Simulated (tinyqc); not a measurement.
Worked calculation: Pariser-Parr-Pople SCF with singles CI, for the molecule O=Cc1ccc2c(c1)C=C2 (SMILES; centres numbered as the heavy atoms are written). Computed by tinyqc, a small Python program that keeps every step. Settings: charge = 0, gamma = Ohno, start = huckel, damping = 0, iteration cap = 65, excitations kept = 6. Command: `OMP_NUM_THREADS=1 python tinyqc.py 31231 31232 out.jsonl` (the two numbers bound the seeds that draw the settings). One thread of a shared host (Intel(R) Xeon(R) Processor @ 2.60GHz), about 0.01 s of CPU time with the checks. Later iterations appear only in the table of the cycle.

## PPP integrals

Centres (angstrom, eV; a flat drawing with bonds scaled to 1.40 angstrom):
```
centre         x         y  core charge z         W  gamma_rr
1O       3.58300  -0.17300              1  17.70000  15.20000
2C       2.52000   0.73900              1  11.16000  11.13000
3C       1.20000   0.27400              1  11.16000  11.13000
4C       0.94200  -1.10200              1  11.16000  11.13000
5C      -0.37900  -1.56700              1  11.16000  11.13000
6C      -1.44200  -0.65600              1  11.16000  11.13000
7C      -1.18400   0.72000              1  11.16000  11.13000
8C       0.13700   1.18500              1  11.16000  11.13000
9C      -2.56000   0.97800              1  11.16000  11.13000
10C     -2.81800  -0.39800              1  11.16000  11.13000
```

Resonance integrals (eV):
```
i    j      beta
1    2  -2.51000
2    3  -2.39000
3    4  -2.39000
4    5  -2.39000
5    6  -2.39000
6    7  -2.39000
7    8  -2.39000
7    9  -2.39000
9   10  -2.39000
8    3  -2.39000
10   6  -2.39000
```

Ohno: gamma = 14.399645/sqrt(R^2 + a^2), a = 2 x 14.399645/(gamma_rr + gamma_ss); H_rr = -W_r - sum_(s != r) z_s gamma_rs; H_rs = beta for bonds.

repulsion gamma_rs (eV), order 1O, 2C, 3C, 4C, 5C, 6C, 7C, 8C, 9C, 10C:
```
[[15.20000, 8.10290, 5.41368, 4.79077, 3.31776, 2.78777, 2.89630, 3.72850, 2.26949, 2.21612],
 [8.10290, 11.13000, 7.55529, 5.23946, 3.66988, 3.27626, 3.67011, 5.24007, 2.74404, 2.56724],
 [5.41368, 7.55529, 11.13000, 7.55392, 5.23836, 4.66722, 5.23841, 7.55398, 3.56586, 3.36888],
 [4.79077, 5.23946, 7.55392, 11.13000, 7.55255, 5.23841, 4.66857, 5.23979, 3.36939, 3.56586],
 [3.31776, 3.66988, 5.23836, 7.55255, 11.13000, 7.55398, 5.23979, 4.66852, 4.00801, 4.80279],
 [2.78777, 3.27626, 4.66722, 5.23841, 7.55398, 11.13000, 7.55392, 5.23836, 6.08838, 7.55392],
 [2.89630, 3.67011, 5.23841, 4.66857, 5.23979, 7.55392, 11.13000, 7.55255, 7.55392, 6.08838],
 [3.72850, 5.24007, 7.55398, 5.23979, 4.66852, 5.23836, 7.55255, 11.13000, 4.80242, 4.00737],
 [2.26949, 2.74404, 3.56586, 3.36939, 4.00801, 6.08838, 7.55392, 4.80242, 11.13000, 7.55392],
 [2.21612, 2.56724, 3.36888, 3.56586, 4.80279, 7.55392, 6.08838, 4.00737, 7.55392, 11.13000]]
```

core matrix H (eV), order 1O, 2C, 3C, 4C, 5C, 6C, 7C, 8C, 9C, 10C:
```
[[-53.22330, -2.51000, 0.00000, 0.00000, 0.00000, 0.00000, 0.00000, 0.00000, 0.00000, 0.00000],
 [-2.51000, -53.22525, -2.39000, 0.00000, 0.00000, 0.00000, 0.00000, 0.00000, 0.00000, 0.00000],
 [0.00000, -2.39000, -61.31561, -2.39000, 0.00000, 0.00000, 0.00000, -2.39000, 0.00000, 0.00000],
 [0.00000, 0.00000, -2.39000, -58.37872, -2.39000, 0.00000, 0.00000, 0.00000, 0.00000, 0.00000],
 [0.00000, 0.00000, 0.00000, -2.39000, -57.21164, -2.39000, 0.00000, 0.00000, 0.00000, 0.00000],
 [0.00000, 0.00000, 0.00000, 0.00000, -2.39000, -61.11823, -2.39000, 0.00000, 0.00000, -2.39000],
 [0.00000, 0.00000, 0.00000, 0.00000, 0.00000, -2.39000, -61.62196, -2.39000, -2.39000, 0.00000],
 [0.00000, 0.00000, -2.39000, 0.00000, 0.00000, 0.00000, -2.39000, -59.19155, 0.00000, 0.00000],
 [0.00000, 0.00000, 0.00000, 0.00000, 0.00000, 0.00000, -2.39000, 0.00000, -53.11543, -2.39000],
 [0.00000, 0.00000, 0.00000, 0.00000, 0.00000, -2.39000, 0.00000, 0.00000, -2.39000, -52.88448]]
```

## Starting guess

pi electrons, sum of z_r less the charge = 10

Orbitals of the Hueckel matrix of the beta values.

P at the start, order 1O, 2C, 3C, 4C, 5C, 6C, 7C, 8C, 9C, 10C:
```
[[1.00000, 0.89909, 0.00000, -0.30288, 0.00000, 0.22865, 0.00000, -0.15614, -0.15245, 0.00000],
 [0.89909, 1.00000, 0.41903, 0.00000, -0.07068, 0.00000, -0.07612, 0.00000, 0.00000, 0.07256],
 [0.00000, 0.41903, 1.00000, 0.66644, 0.00000, -0.31436, 0.00000, 0.50690, 0.15655, 0.00000],
 [-0.30288, 0.00000, 0.66644, 1.00000, 0.58483, 0.00000, -0.32162, 0.00000, 0.00000, 0.13659],
 [0.00000, -0.07068, 0.00000, 0.58483, 1.00000, 0.71417, 0.00000, -0.16208, -0.34158, 0.00000],
 [0.22865, 0.00000, -0.31436, 0.00000, 0.71417, 1.00000, 0.53213, 0.00000, 0.00000, 0.23600],
 [0.00000, -0.07612, 0.00000, -0.32162, 0.00000, 0.53213, 1.00000, 0.74682, 0.22330, 0.00000],
 [-0.15614, 0.00000, 0.50690, 0.00000, -0.16208, 0.00000, 0.74682, 1.00000, 0.00000, -0.36697],
 [-0.15245, 0.00000, 0.15655, 0.00000, -0.34158, 0.00000, 0.22330, 0.00000, 1.00000, 0.88641],
 [0.00000, 0.07256, 0.00000, 0.13659, 0.00000, 0.23600, 0.00000, -0.36697, 0.88641, 1.00000]]
```

## Iteration 1: Fock matrix

F_rr = H_rr + P_rr gamma_rr / 2 + sum_(s != r) P_ss gamma_rs; F_rs = H_rs - P_rs gamma_rs / 2; E = tr P (H + F) / 2 + core repulsion sum_(r<s) z_r z_s gamma_rs.

F (eV), order 1O, 2C, 3C, 4C, 5C, 6C, 7C, 8C, 9C, 10C:
```
[[-10.10000, -6.15262, 0.00000, 0.72551, 0.00000, -0.31872, 0.00000, 0.29109, 0.17299, 0.00000],
 [-6.15262, -5.59500, -3.97294, 0.00000, 0.12969, 0.00000, 0.13968, 0.00000, 0.00000, -0.09314],
 [0.00000, -3.97294, -5.59500, -4.90711, 0.00000, 0.73360, 0.00000, -4.30454, -0.27912, 0.00000],
 [0.72551, 0.00000, -4.90711, -5.59500, -4.59848, 0.00000, 0.75075, 0.00000, 0.00000, -0.24354],
 [0.00000, 0.12969, 0.00000, -4.59848, -5.59500, -5.08740, 0.00000, 0.37833, 0.68452, 0.00000],
 [-0.31872, 0.00000, 0.73360, 0.00000, -5.08740, -5.59500, -4.39984, 0.00000, 0.00000, -3.28135],
 [0.00000, 0.13968, 0.00000, 0.75075, 0.00000, -4.39984, -5.59500, -5.21019, -3.23339, 0.00000],
 [0.29109, 0.00000, -4.30454, 0.00000, 0.37833, 0.00000, -5.21019, -5.59500, 0.00000, 0.73529],
 [0.17299, 0.00000, -0.27912, 0.00000, 0.68452, 0.00000, -3.23339, 0.00000, -5.59500, -5.73792],
 [0.00000, -0.09314, 0.00000, -0.24354, 0.00000, -3.28135, 0.00000, 0.73529, -5.73792, -5.59500]]
```

pi energy = -138.02874 eV

## Iteration 1: orbitals and new P

Diagonalise F (the basis is taken as orthonormal) and form P = 2 sum c c over the lowest orbitals.

orbital energies (eV): [-15.70824, -14.88867, -12.63942, -11.39356, -9.37850, -2.58359, -0.97964, 0.47220, 2.30278, 4.34165]

P after iteration 1, order 1O, 2C, 3C, 4C, 5C, 6C, 7C, 8C, 9C, 10C:
```
[[1.36171, 0.86165, -0.04292, -0.25713, 0.01339, 0.17360, 0.01047, -0.14024, -0.09257, -0.01002],
 [0.86165, 0.72387, 0.38494, 0.11049, -0.04525, -0.08289, -0.06312, 0.05987, 0.04624, 0.04790],
 [-0.04292, 0.38494, 1.00995, 0.68369, -0.00354, -0.32114, -0.00293, 0.51125, 0.13380, 0.00297],
 [-0.25713, 0.11049, 0.68369, 0.95280, 0.57773, 0.03645, -0.32042, -0.02514, -0.02080, 0.11483],
 [0.01339, -0.04525, -0.00354, 0.57773, 1.00131, 0.73366, 0.00111, -0.19979, -0.29295, -0.00115],
 [0.17360, -0.08289, -0.32114, 0.03645, 0.73366, 0.97147, 0.52912, 0.01922, 0.01646, 0.19710],
 [0.01047, -0.06312, -0.00293, -0.32042, 0.00111, 0.52912, 1.00095, 0.76107, 0.18447, -0.00099],
 [-0.14024, 0.05987, 0.51125, -0.02514, -0.19979, 0.01922, 0.76107, 0.98649, -0.01085, -0.30811],
 [-0.09257, 0.04624, 0.13380, -0.02080, -0.29295, 0.01646, 0.18447, -0.01085, 0.99040, 0.92229],
 [-0.01002, 0.04790, 0.00297, 0.11483, -0.00115, 0.19710, -0.00099, -0.30811, 0.92229, 1.00104]]
```

## Iteration 2: Fock matrix

As before.

F (eV), order 1O, 2C, 3C, 4C, 5C, 6C, 7C, 8C, 9C, 10C:
```
[[-9.90293, -6.00094, 0.11619, 0.61591, -0.02222, -0.24198, -0.01516, 0.26144, 0.10505, 0.01110],
 [-6.00094, -4.55245, -3.84418, -0.28946, 0.08303, 0.13578, 0.11582, -0.15687, -0.06345, -0.06148],
 [0.11619, -3.84418, -6.27827, -4.97228, 0.00927, 0.74943, 0.00767, -4.32098, -0.23855, -0.00500],
 [0.61591, -0.28946, -4.97228, -5.73089, -4.57165, -0.09548, 0.74795, 0.06585, 0.03504, -0.20474],
 [-0.02222, 0.08303, 0.00927, -4.57165, -6.01242, -5.16101, -0.00291, 0.46636, 0.58708, 0.00276],
 [-0.24198, 0.13578, 0.74943, -0.09548, -5.16101, -5.95514, -4.38848, -0.05035, -0.05012, -3.13445],
 [-0.01516, 0.11582, 0.00767, 0.74795, -0.00291, -4.38848, -6.10061, -5.26400, -3.08672, 0.00302],
 [0.26144, -0.15687, -4.32098, 0.06585, 0.46636, -0.05035, -5.26400, -6.11870, 0.02606, 0.61735],
 [0.10505, -0.06345, -0.23855, 0.03504, 0.58708, -0.05012, -3.08672, 0.02606, -5.92708, -5.87347],
 [0.01110, -0.06148, -0.00500, -0.20474, 0.00276, -3.13445, 0.00302, 0.61735, -5.87347, -5.96139]]
```

pi energy = -139.23898 eV

## Iteration 2: orbitals and new P

As before.

orbital energies (eV): [-16.02645, -14.61064, -12.81719, -11.85566, -9.85248, -2.51976, -0.97522, 0.19946, 2.02910, 3.88895]

P after iteration 2, order 1O, 2C, 3C, 4C, 5C, 6C, 7C, 8C, 9C, 10C:
```
[[1.43306, 0.84371, -0.05303, -0.23119, 0.01095, 0.14762, 0.01481, -0.13122, -0.06963, -0.01242],
 [0.84371, 0.65486, 0.36619, 0.12333, -0.03449, -0.08523, -0.05712, 0.06830, 0.04308, 0.03859],
 [-0.05303, 0.36619, 1.04518, 0.69040, -0.00488, -0.32073, -0.01716, 0.51602, 0.12157, 0.01220],
 [-0.23119, 0.12333, 0.69040, 0.92067, 0.57461, 0.05271, -0.31995, -0.03448, -0.02568, 0.10592],
 [0.01095, -0.03449, -0.00488, 0.57461, 1.00626, 0.73992, 0.00226, -0.21893, -0.27018, -0.00587],
 [0.14762, -0.08523, -0.32073, 0.05271, 0.73992, 0.95967, 0.53222, 0.02313, 0.02332, 0.17844],
 [0.01481, -0.05712, -0.01716, -0.31995, 0.00226, 0.53222, 1.00523, 0.76336, 0.16687, -0.00133],
 [-0.13122, 0.06830, 0.51602, -0.03448, -0.21893, 0.02313, 0.76336, 0.98697, -0.01535, -0.28119],
 [-0.06963, 0.04308, 0.12157, -0.02568, -0.27018, 0.02332, 0.16687, -0.01535, 0.98595, 0.93597],
 [-0.01242, 0.03859, 0.01220, 0.10592, -0.00587, 0.17844, -0.00133, -0.28119, 0.93597, 1.00215]]
```

## Convergence

Stop when output and input P, before any damping, agree to 1e-7.

Course of the cycle:
```
iteration        E (eV)  largest |P(out) - P(in)|
1          -138.0287359                  3.62e-01
2          -139.2389808                  7.13e-02
3          -139.3463420                  2.37e-02
4          -139.3658872                  1.10e-02
5          -139.3708601                  6.21e-03
6          -139.3726101                  4.01e-03
7          -139.3734050                  3.11e-03
8          -139.3738228                  2.40e-03
9          -139.3740581                  1.86e-03
10         -139.3741949                  1.44e-03
11         -139.3742758                  1.12e-03
...                 ...                       ...
39         -139.3743972                  1.12e-06
40         -139.3743972                  8.80e-07
41         -139.3743972                  6.88e-07
42         -139.3743972                  5.39e-07
43         -139.3743972                  4.22e-07
44         -139.3743972                  3.30e-07
45         -139.3743972                  2.58e-07
46         -139.3743972                  2.02e-07
47         -139.3743972                  1.58e-07
48         -139.3743972                  1.24e-07
49         -139.3743972                  9.68e-08
```

Converged in 49 iterations.

## Converged orbitals

Charges are z - P_rr.

orbital energies (eV): [-16.09242, -14.48075, -12.79752, -11.94480, -10.01951, -2.46799, -0.94000, 0.14831, 1.97409, 3.78642]

coefficients, order 1O, 2C, 3C, 4C, 5C, 6C, 7C, 8C, 9C, 10C:
```
[[0.13683, 0.55108, 0.54911, -0.26654, -0.20030, -0.22720, 0.31583, -0.22224, -0.24308, 0.07102],
 [0.17949, 0.46737, 0.22463, -0.07244, 0.03925, 0.24750, -0.45611, 0.35593, 0.51160, -0.18543],
 [0.34469, 0.40346, -0.30786, 0.25003, 0.32966, 0.29192, -0.15764, -0.03205, -0.48634, 0.32376],
 [0.27442, 0.18698, -0.45494, -0.22288, 0.26687, -0.39904, 0.00257, -0.47746, 0.30433, -0.28643],
 [0.31281, -0.05984, -0.32897, -0.52221, -0.18607, -0.17575, 0.17900, 0.56444, -0.00293, 0.31857],
 [0.42032, -0.27207, 0.01226, -0.30752, -0.33993, 0.45465, -0.14755, -0.22105, -0.27567, -0.43094],
 [0.43989, -0.20814, 0.13887, 0.33488, -0.38886, -0.28691, -0.34172, -0.22819, 0.20233, 0.43409],
 [0.34825, 0.09379, -0.09702, 0.55352, -0.18613, 0.03665, 0.57580, 0.23093, 0.14017, -0.33708],
 [0.28997, -0.26429, 0.34051, 0.06504, 0.45294, -0.44257, -0.18871, 0.31122, -0.31620, -0.30401],
 [0.28561, -0.28384, 0.30537, -0.14659, 0.48709, 0.35433, 0.36002, -0.15876, 0.33685, 0.30336]]
```

pi charges: [-0.47021, 0.38419, -0.09511, 0.12373, -0.03396, 0.07809, -0.03893, 0.03898, 0.04147, -0.02826]

## Singles CI, singlets

Over the 6 single excitations with the smallest orbital gaps: A = (e_a - e_i) delta + 2 (ia|jb) - (ij|ab), with (pq|rs) = sum c_mp c_mq gamma_mn c_nr c_ns. f = 2/3 w |mu|^2 in atomic units, mu = sqrt2 sum c_ia sum_m c_mi c_ma R_m.

singlet CI matrix (eV), order 5>6, 5>7, 4>6, 5>8, 3>6, 4>7:
```
[[2.15336, -0.77216, 0.26037, 0.48289, -0.35377, 0.38192],
 [-0.77216, 4.73217, -0.62984, -0.14494, -0.40725, -0.15385],
 [0.26037, -0.62984, 5.01755, -0.78587, -0.08609, 0.02652],
 [0.48289, -0.14494, -0.78587, 5.75127, -0.04108, 0.07695],
 [-0.35377, -0.40725, -0.08609, -0.04108, 6.14342, -0.32723],
 [0.38192, -0.15385, 0.02652, 0.07695, -0.32723, 6.40391]]
```

singlet excitation energies (eV): [1.82080, 3.95910, 5.34543, 6.08642, 6.28333, 6.70660]

oscillator strengths: [0.00876, 0.01823, 0.80459, 0.05238, 0.91832, 0.60034]

## Singles CI, triplets

Over the 6 single excitations with the smallest orbital gaps: A = (e_a - e_i) delta - (ij|ab), with (pq|rs) = sum c_mp c_mq gamma_mn c_nr c_ns.

triplet CI matrix (eV), order 5>6, 5>7, 4>6, 5>8, 3>6, 4>7:
```
[[1.44228, -0.69649, 0.04210, 0.62607, -0.27604, 0.30665],
 [-0.69649, 3.62319, 0.30665, -0.38413, -0.71810, 0.25749],
 [0.04210, 0.30665, 3.78743, -0.02963, -0.31946, -0.00475],
 [0.62607, -0.38413, -0.02963, 4.74573, 0.83097, 0.14803],
 [-0.27604, -0.71810, -0.31946, 0.83097, 5.01289, -0.25666],
 [0.30665, 0.25749, -0.00475, 0.14803, -0.25666, 5.12023]]
```

triplet excitation energies (eV): [1.05885, 3.39289, 3.76470, 4.17039, 5.23876, 6.10617]
